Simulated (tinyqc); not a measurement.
Thermodynamics of metal silicides: hull, first phase, silicon consumed, nucleation and stability against SiO2: one step, computed by the program tinyqc.

Entropies of formation of the solids are neglected, so heats stand for free energies. Si fractions: M2Si 0.3333, MSi 0.5000, MSi2 0.6667.

Question. Which phases are stable. A phase is stable if it lies below every straight line between a phase on its left and one on its right (M and Si at zero). Distance = its heat less the lowest such line, negative for a stable phase.

Inputs (values chosen for the exercise, for a model metal): heat of formation of M2Si = -44.7 kJ/mol atoms; heat of formation of MSi = -58 kJ/mol atoms; heat of formation of MSi2 = -24.5 kJ/mol atoms.

Phases: M2Si, MSi, MSi2.

Give: distance to the lowest tie line.

Answer.

distance to the lowest tie line (kJ/mol atoms): M2Si -6.03, MSi -23.40, MSi2 14.17

Unstable against decomposition into neighbours: MSi2.
